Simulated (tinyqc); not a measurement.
Free and nearly free electrons in a metal, step by step. Values are carried at full precision from step to step, so a last printed digit may differ when a step is redone from the rounded ones.

The cubic cell holds 4 atoms: n = 4 z/a^3, kF = (3 pi^2 n)^(1/3), EF = c kF^2/m, vF = 2 c kF/(m hbar), c = hbar^2/2m0; rs = (3/(4 pi n))^(1/3)/a0; D(EF) = 3 n/(2 EF).

Constants: hbar^2/2m0 = 3.80998211 eV angstrom^2; hbar = 6.58211957e-16 eV s; a0 (Bohr radius) = 0.5291772105 angstrom; kB = 8.617333262e-05 eV/K.

Inputs chosen for the exercise (near those of Al; not measured data): a = 4.081 angstrom (fcc lattice constant); z = 3 (free electrons an atom); m = 1 m0 (mass); rho = 2.8 micro-ohm cm (bulk resistivity); T = 290 K; V = 0.74 eV (|V_G| for G = (111)); x = 0.66 (k along G as a share of |G|/2).

## The Fermi sphere

Evaluate the free-electron quantities.

n = 0.17656 1/angstrom^3
kF = 1.7355 1/angstrom
EF = 11.476 eV
vF = 2.009e+06 m/s
rs = 2.090
D(EF) per atom = 0.3921 1/eV

## Relaxation time and mean free path

Drude: 1/rho = n e^2 tau/(m m0) with e = 1.602176634e-19 C and m0 = 9.1093837e-31 kg; mean free path l = vF tau; rho l = hbar kF/(n e^2) = 12 pi^3 hbar/(e^2 S) with S = 4 pi kF^2 does not depend on tau or m.

Use SI units: n in 1/m^3 (1e30 per 1/angstrom^3), rho in ohm m (1e-8 per micro-ohm cm).

tau = 7.18 fs
l = 14.42 nm
rho l = 4.038 1e-16 ohm m^2

Wires lose conductivity to surfaces and grain boundaries, with an excess that scales as rho l over the width and is of the order of rho itself at a width of l = 14 nm.

## Thermal quantities

gamma = (pi^2/3) kB^2 D(EF) per atom, times 96485.33 x 1e3 for mJ/(mol K^2); mu(T) = EF (1 - (pi kB T/EF)^2/12); Wiedemann-Franz kappa = L0 T/rho with L0 = (pi^2/3) (kB/e)^2, kB/e in V/K.

gamma = 0.924 mJ/(mol K^2)
mu - EF = -0.0448 meV
kappa = 253 W/(m K)

## The sphere against the zone faces

Take G = (hkl) 2 pi/a for (111), (200) and (220), with the number of equivalent faces. The Bragg plane of G lies at |G|/2 with |G| = (2 pi/a) sqrt(h^2 + k^2 + l^2). Where kF exceeds it, the sphere cuts the plane in a circle of radius sqrt(kF^2 - G^2/4).

Distance and circle for each G:
```
G      faces  |G|/2 (1/angstrom)  kF/(|G|/2)  circle radius
(111)      8              1.3333      1.3016         1.1110
(200)      6              1.5396      1.1273         0.8010
(220)     12              2.1774      0.7971              -
```

The sphere crosses the (111) and (200) faces, so electrons spill into higher zones.

## Two plane waves near the face

Two plane waves k and k - G, G = (111) (2 pi/a): H = [[c k^2/m, V], [V, c (k - G)^2/m]] with c = hbar^2/2m0.

Build H for k along G, diagonalise, and give the weight of the first wave in the lower state and its velocity along G relative to a free electron, (w k + (1 - w)(k - G))/k.

H (eV):
```
        1        2
1  2.9505   0.7400
2  0.7400  12.1624
```

levels (eV): 2.8915  12.2215

w = 0.9937
v/v_free = 0.9808

The splitting is 9.330 eV here and 2V = 1.48 eV on the face, where the normal velocity vanishes. There the lower band lies at 6.033 eV and the upper at 7.513 eV, both below the free EF of 11.476 eV: the face centre is filled in both bands and band 2 holds electrons here, while band 1 may keep holes at the zone corners.

## Checks

- Lower level against the closed form of the 2 x 2 problem (eV): both 2.8915.
- The product rho l against hbar kF/(n e^2) (1e-16 ohm m^2): both 4.038.

Program tinyqc; command `OMP_NUM_THREADS=1 python tinyqc.py 1681442 1681443 out.jsonl`; about 0.01 s on one thread of a shared Intel(R) Xeon(R) Processor @ 2.30GHz.
